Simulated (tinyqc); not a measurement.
Inside a calculation. Method: Hubbard chain of 5 sites. Computed by tinyqc, a small Python program that keeps every step. Settings: hopping = 1.01, U = 1.1, mixing = 1, iteration cap = 64. Command: `OMP_NUM_THREADS=1 python tinyqc.py 28428 28429 out.jsonl` (the two numbers bound the seeds that draw the settings). One thread of a shared host (Intel(R) Xeon(R) Processor @ 2.60GHz), about 0.2 s of CPU time with the checks. Later iterations appear only in the table of the cycle.

## Mean-field iteration 1

one-body matrix (hopping and site energies) (eV), order 1, 2, 3, 4, 5:
$$\begin{pmatrix}
0.650000 & -1.010000 & 0.000000 & 0.000000 & 0.000000 \\
-1.010000 & -0.260000 & -1.010000 & 0.000000 & 0.000000 \\
0.000000 & -1.010000 & 0.290000 & -1.010000 & 0.000000 \\
0.000000 & 0.000000 & -1.010000 & -0.290000 & -1.010000 \\
0.000000 & 0.000000 & 0.000000 & -1.010000 & -0.630000
\end{pmatrix}$$

U = 1.100000 eV

electrons, up and down: [3, 2]

mixing = 1

n(up) at the start (a guess, not normalised): 1 1.000000, 2 0.150000, 3 1.000000, 4 0.150000, 5 1.000000

n(down) at the start (a guess): 1 0.000000, 2 0.850000, 3 0.000000, 4 0.850000, 5 0.000000

H(up) = T + U n(down), H(down) = T + U n(up); fill the lowest levels; n(new) = n + mixing (n(out) - n); E = tr T (rho up + rho down) + U sum n_up n_down of the output.

levels, up (eV): [-1.466888, -0.801565, 0.213161, 1.451776, 2.233516]

levels, down (eV): [-1.331216, -0.697849, 0.935388, 1.913824, 2.569854]

energy = -4.615261 eV

n(up) after iteration 1: 1 0.585802, 2 0.477629, 3 0.670843, 4 0.388250, 5 0.877477

n(down) after iteration 1: 1 0.114504, 2 0.753817, 3 0.194994, 4 0.645174, 5 0.291511

## Mean-field iteration 2

As before.

levels, up (eV): [-1.382618, -0.686325, 0.347976, 1.431390, 2.249577]

levels, down (eV): [-1.252050, -0.553835, 0.789262, 1.659018, 2.417606]

energy = -4.721207 eV

n(up) after iteration 2: 1 0.521433, 2 0.529081, 3 0.614745, 4 0.480635, 5 0.854106

n(down) after iteration 2: 1 0.167113, 2 0.645242, 3 0.253824, 4 0.564346, 5 0.369474

## Convergence

Each step fills the lowest levels of T + U n(other spin) and sets n(new) = n + mixing (n(out) - n); stop when output and input agree to 1e-8.

Course of the cycle:
```
iteration       E (eV)  largest |n(out) - n(in)|  mean |n_up - n_down|
1          -4.61526111                  4.14e-01              0.413245
2          -4.72120744                  1.09e-01              0.279949
3          -4.73294472                  4.49e-02              0.232128
4          -4.73434721                  1.29e-02              0.216593
5          -4.73451747                  6.04e-03              0.212718
6          -4.73453850                  1.63e-03              0.211700
7          -4.73454113                  8.10e-04              0.211323
8          -4.73454146                  2.09e-04              0.211190
9          -4.73454150                  1.08e-04              0.211141
10         -4.73454151                  2.71e-05              0.211124
11         -4.73454151                  1.43e-05              0.211117
12         -4.73454151                  3.53e-06              0.211115
13         -4.73454151                  1.90e-06              0.211114
14         -4.73454151                  4.60e-07              0.211114
15         -4.73454151                  2.51e-07              0.211114
16         -4.73454151                  6.00e-08              0.211114
17         -4.73454151                  3.30e-08              0.211114
18         -4.73454151                  7.84e-09              0.211114
```

local moments n_up - n_down: 1 0.271444, 2 -0.027784, 3 0.308436, 4 0.007791, 5 0.440113

Converged in 18 iterations. Before convergence this energy mixes input and output and is not variational, so it may rise towards its limit.

## Exact diagonalisation (100 states)

Lowest levels of the sector, and the double occupancy of the lowest state.

lowest levels (eV): [-4.819101, -3.900990, -3.590291, -3.184128, -3.083737, -2.905875]

double occupancy per site = 0.211562

The mean-field solution above lies 0.0846 eV above the exact energy.

## The lowest level by Lanczos steps

From a random start vector (not printed): a_j = <q_j|H|q_j>, b_j = norm of the remainder after orthogonalising; the Ritz value is the lowest eigenvalue of the tridiagonal matrix of a and b so far.

Lanczos:
```
j    a_j (eV)  b_j (eV)  lowest Ritz value (eV)
1   -0.694775  3.094069             -0.69477492
2   -0.292496  2.767351             -3.59423515
3    0.586492  2.784474             -4.40599371
4    1.405122  2.791433             -4.64942729
5    0.285068  2.747280             -4.74967335
6    1.908175  3.117857             -4.79136910
7    1.914281  2.924251             -4.80884315
8    1.740359  2.933237             -4.81535501
9    1.656794  2.841111             -4.81784727
10   1.716828  2.589122             -4.81873775
```
